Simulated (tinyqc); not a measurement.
Resistance of a tapered via with liner, size effect and interface: two steps of the calculation.

A round via whose diameter grows from db at the bottom as D(z) = db + 2 z/tan(ang). The fill, of diameter D - 2 tl, starts above the bottom liner (thickness fb tl) and has rho = rho0 (1 + ks lam/(D - 2 tl)); the sidewall liner conducts in parallel with it. The bottom liner and the interface are crossed over the full area pi db^2/4. Spreading in the lines above and below is left out.

Values chosen for this exercise; fill metal close to cobalt:
- db = 11 nm (diameter at the bottom)
- hv = 24 nm (height)
- ang = 89 degrees (sidewall angle)
- rho0 = 6.28 uohm cm (bulk resistivity of the fill)
- lam = 12 nm (mean free path of the fill)
- ks = 1.6 (size-effect factor)
- tl = 1.8 nm (liner on the sidewall)
- fb = 0.5 (liner at the bottom over that on the sidewall)
- rl = 260 uohm cm (resistivity of the liner)
- ri = 5.1e-13 ohm cm^2 (interface resistivity at the bottom)
- Sb = 1e15 S/m^2 (ballistic conductance per area, about 3/(4 rho0 lam))

Problem 1. Slices of the via. Slices between z0 = fb tl and hv, evaluated at their midpoints: conductance per length pi/4 [(D - 2 tl)^2/rho + (D^2 - (D - 2 tl)^2)/rl], slice resistance = slice height over that. 7 slices.

Wanted: z; D; rho; slice resistance.

Solution 1.

```
slice  z (nm)  D (nm)  rho (uohm cm)  slice resistance (ohm)
0       2.550   11.09          22.38                   15.21
1       5.850   11.20          22.14                   14.63
2       9.150   11.32          21.90                   14.08
3       12.45   11.43          21.67                   13.56
4       15.75   11.55          21.45                   13.06
5       19.05   11.67          21.23                   12.59
6       22.35   11.78          21.02                   12.14
```

Problem 2. Total resistance. R_fill = sum of the slices; R_bottom = rl fb tl/(pi db^2/4); R_interface = ri/(pi db^2/4); ballistic (Sharvin) limit 1/(Sb pi (db - 2 tl)^2/4); ideal cylinder rho0 hv/(pi db^2/4).

slice resistance, slice 0 to 6 (ohm): 15.205641  14.626800  14.077793  13.556718  13.061816  12.591459  12.144137

Give: parts; R; shares; ballistic limit; ideal cylinder.

Solution 2.

parts (ohm): fill 95.264, bottom liner 24.623, interface 0.53665
R = 120.42 ohm
shares (%): fill 79.107, bottom liner 20.447, interface 0.446
ballistic limit = 23.251 ohm
ideal cylinder = 15.860 ohm

The fill is the largest part, and R is 7.59 times the ideal cylinder. With 2000 slices R = 120.43 ohm.

tinyqc, about 0.01 s, one thread, Intel Xeon 2.30GHz (shared host): `OMP_NUM_THREADS=1 python tinyqc.py 2750137 2750138 out.jsonl`
